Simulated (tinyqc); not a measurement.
CIS and TDHF on RHF in the sto-3g basis, frozen core, for BeH2, spin multiplicity 1, step by step. One step of it, computed by the program tinyqc.

Question. CIS matrix, singlets. A(ia,jb) = (e_a - e_i) d_ij d_ab + 2 (ia|jb) - (ij|ab).

orbital energies (hartree): MO1 -4.522710, MO2 -0.446859, MO3 -0.408533, MO4 0.212984, MO5 0.213009, MO6 0.432218, MO7 0.870021

Two-electron integrals over orbitals (pq|rs), unique and non-zero (hartree); the lowest 1 orbital is frozen and left out:
```
(22|22) 0.394762    (32|22) -0.023012   (32|32) 0.160257    (33|22) 0.401838
(33|32) 0.019105    (33|33) 0.430357    (42|22) 0.000732    (42|32) -0.000055
(42|33) 0.000736    (42|42) 0.048623    (43|22) -0.000075   (43|32) 0.000877
(43|33) 0.000163    (43|42) 0.002136    (43|43) 0.014174    (44|22) 0.364753
(44|32) -0.000083   (44|33) 0.350669    (44|42) -0.001859   (44|43) -0.000140
(44|44) 0.449878    (52|52) 0.048623    (53|52) 0.002137    (53|53) 0.014166
(54|52) -0.000638   (54|53) -0.000043   (54|54) 0.024256    (55|22) 0.364764
(55|32) -0.000083   (55|33) 0.350672    (55|42) -0.000583   (55|43) -0.000054
(55|44) 0.401356    (55|55) 0.449859    (62|22) -0.022457   (62|32) 0.006873
(62|33) -0.044427   (62|42) -0.000233   (62|43) 0.000007    (62|44) 0.056475
(62|55) 0.056500    (62|62) 0.078799    (63|22) 0.011471    (63|32) -0.092583
(63|33) -0.015078   (63|42) 4.09e-06    (63|43) -0.000733   (63|44) 0.005758
(63|55) 0.005760    (63|62) 0.002319    (63|63) 0.084444    (64|22) 0.000265
(64|32) -0.000019   (64|33) -0.000203   (64|42) 0.047053    (64|43) 0.003333
(64|44) -0.000427   (64|55) 0.000448    (64|62) 0.001501    (64|63) 0.000143
(64|64) 0.050538    (65|52) 0.047083    (65|53) 0.003335    (65|54) -0.000438
(65|65) 0.050562    (66|22) 0.390644    (66|32) 0.003669    (66|33) 0.402789
(66|42) 0.001836    (66|43) 0.000153    (66|44) 0.363456    (66|55) 0.363492
(66|62) -0.032206   (66|63) -0.005355   (66|64) 0.001209    (66|66) 0.406916
(72|22) 0.006889    (72|32) -0.042492   (72|33) -0.002865   (72|42) 0.000133
(72|43) -0.000798   (72|44) -0.004456   (72|55) -0.004457   (72|62) -0.009195
(72|63) 0.060827    (72|64) -0.000049   (72|66) 0.000857    (72|72) 0.057132
(73|22) -0.003553   (73|32) 0.000242    (73|33) -0.019469   (73|42) -0.001141
(73|43) -0.000124   (73|44) 0.062433    (73|55) 0.062434    (73|62) 0.073912
(73|63) 0.009113    (73|64) 0.000582    (73|66) -0.024177   (73|72) -0.003867
(73|73) 0.083334    (74|22) 0.000255    (74|32) -0.001931   (74|33) -0.000255
(74|42) -0.001884   (74|43) 0.013539    (74|44) 0.000021    (74|55) 3.19e-07
(74|62) -0.000095   (74|63) 0.001167    (74|64) -0.000705   (74|66) -0.000083
(74|72) 0.000318    (74|73) -0.000012   (74|74) 0.016729    (75|52) -0.001885
(75|53) 0.013549    (75|54) 0.000010    (75|65) -0.000706   (75|75) 0.016703
(76|22) -0.018797   (76|32) 0.140719    (76|33) 0.018889    (76|42) -0.000090
(76|43) 0.000997    (76|44) -0.000244   (76|55) -0.000245   (76|62) 0.005346
(76|63) -0.093822   (76|64) -0.000069   (76|66) 0.004821    (76|72) -0.053298
(76|73) -0.001043   (76|74) -0.001689   (76|76) 0.139384    (77|22) 0.421089
(77|32) -0.006673   (77|33) 0.437623    (77|42) 0.000162    (77|43) -0.000033
(77|44) 0.387472    (77|55) 0.387464    (77|62) -0.031398   (77|63) 0.002072
(77|64) -0.000480   (77|66) 0.428738    (77|72) 0.004040    (77|73) -0.006230
(77|74) 0.000064    (77|76) -0.004426   (77|77) 0.479285
```

Give: CIS matrix A, singlet.

Answer.

CIS matrix A, singlet (hartree):
```
         2>4     2>5      2>6      2>7      3>4     3>5      3>6      3>7
2>4   0.3923  0.0000  -0.0007   0.0000   0.0044  0.0000   0.0000  -0.0004
2>5   0.0000  0.3923   0.0000   0.0000   0.0000  0.0044   0.0000   0.0000
2>6  -0.0007  0.0000   0.6460   0.0004   0.0000  0.0000   0.0010   0.0071
2>7   0.0000  0.0000   0.0004   1.0101   0.0003  0.0000  -0.0191  -0.0011
3>4   0.0044  0.0000   0.0000   0.0003   0.2992  0.0000  -0.0013   0.0000
3>5   0.0000  0.0044   0.0000   0.0000   0.0000  0.2992   0.0000   0.0000
3>6   0.0000  0.0000   0.0010  -0.0191  -0.0013  0.0000   0.6069  -0.0007
3>7  -0.0004  0.0000   0.0071  -0.0011   0.0000  0.0000  -0.0007   1.0076
```
